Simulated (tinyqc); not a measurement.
# Frequency dispersion of an accumulation capacitance by border traps, distributed model: two studies

Traps spread evenly through the insulator exchange electrons with the semiconductor by tunnelling, with tau(x) = t0 exp(2 ka x) at depth x from the interface. The admittance per area Y seen at depth x obeys dY/dx = -Y^2/(i w eps0 eox) + q Nb ln(1 + i w tau)/tau, with Y(0) = i w Cs and w = 2 pi f; the gate sees Y(tox) = G + i w C. Working variable y = Y/(i w), in uF/cm^2. Cox = eps0 eox/tox.

Parameters, values chosen for the exercise; permittivity close to that of aluminium oxide: relative permittivity of the insulator eox = 8.56; insulator thickness tox = 10 nm; semiconductor capacitance in accumulation Cs = 0.88 uF/cm^2; density of border traps Nb = 5.8e19 cm^-3 eV^-1; decay constant of the wave function in the insulator ka = 5.7 1/nm; time constant of a trap at the interface t0 = 1e-10 s; frequency f = 1e6 Hz.

Constants: q = 1.602176634e-19 C, eps0 = 8.8541878128e-14 F/cm where lengths are in cm. Results are converted to the units shown.

Each table varies one quantity; the others keep the values above.

## Capacitance and loss against frequency

Cox; trap-free value 1/(1/Cox + 1/Cs); response depth d = ln(1/(w t0))/(2 ka), where w tau = 1; lumped estimate: all traps within d act as C_bt = q Nb d placed at d/2, so C = 1/{1/[1/(1/Cs + d/(2 eps0 eox)) + C_bt] + (tox - d/2)/(eps0 eox)}. C and G from a fine integration; dispersion -d C/d log10 f over C, from f times and over 1.1. For a broad spread of time constants G/w is close to -(pi/2) dC/d ln w.

The same in every row: trap-free C (uF/cm^2) = 0.4072.

Results:
```
f (Hz)  d (nm)  C (uF/cm^2)  G/w (uF/cm^2)  dispersion (% a decade)  -(pi/2) dC/d ln w (uF/cm^2)  lumped C (uF/cm^2)
10       1.657       0.6271        0.01294                    3.020                      0.01292              0.6109
100      1.455       0.6079        0.01333                    3.208                      0.01331              0.5932
1000     1.253       0.5880        0.01388                    3.451                      0.01384              0.5745
1e5     0.8487       0.5451        0.01561                    4.185                      0.01556              0.5325
1e6     0.6467       0.5214        0.01694                    4.744                      0.01687              0.5084
1e7     0.4447       0.4955        0.01869                    5.513                      0.01863              0.4815
```

Estimate the missing row, f = 10000 Hz.

Computed row:
```
f (Hz)  d (nm)  C (uF/cm^2)  G/w (uF/cm^2)  dispersion (% a decade)  -(pi/2) dC/d ln w (uF/cm^2)  lumped C (uF/cm^2)
10000    1.051       0.5672        0.01462                    3.768                      0.01458              0.5544
```

With this row back in the table: C falls from 0.6271 to 0.4955 uF/cm^2, towards the trap-free 0.4072; each decade of frequency removes ln 10/(2 ka) = 0.202 nm from the response depth. The dispersion rises from 3.02 to 5.51 % a decade and G/w rises from 0.0129 to 0.0187 uF/cm^2. G/w stays at 1.00 times -(pi/2) dC/d ln w, the relation for a broad spread of time constants.

## Effect of the insulator thickness

Same model as above.

The same in every row: d (nm) = 0.6467.

Effect of the insulator thickness:
columns A: tox (nm); B: C (uF/cm^2); C: G/w (uF/cm^2); D: dispersion (% a decade); E: -(pi/2) dC/d ln w (uF/cm^2); F: lumped C (uF/cm^2); G: trap-free C (uF/cm^2)
```
A         B         C      D         E       F       G
2     1.156   0.08366  10.58   0.08348   1.097  0.7142
2.8   1.031   0.06645  9.427   0.06631  0.9834  0.6641
3.9  0.8973   0.05027  8.195   0.05016  0.8606  0.6057
5.4  0.7623   0.03625  6.953   0.03616  0.7354  0.5409
7.5  0.6296   0.02471  5.735   0.02463  0.6109  0.4704
10   0.5214   0.01694  4.744   0.01687  0.5084  0.4072
14   0.4090   0.01042  3.716   0.01037  0.4009  0.3352
20   0.3090  0.005945  2.804  0.005910  0.3043  0.2649
```

As tox goes from 2 to 20, C falls from 1.16 to 0.309 uF/cm^2, the dispersion falls from 10.6 to 2.80 % a decade and G/w falls from 0.0837 to 0.00594 uF/cm^2. The lumped estimate is 5.1 % below C in the first row and 1.5 % below it in the last.

Computed by the program tinyqc: `OMP_NUM_THREADS=1 python tinyqc.py 2202189 2202190 out.jsonl`, one thread of a shared Intel Xeon 2.30GHz, about 0.6 s for the whole run.
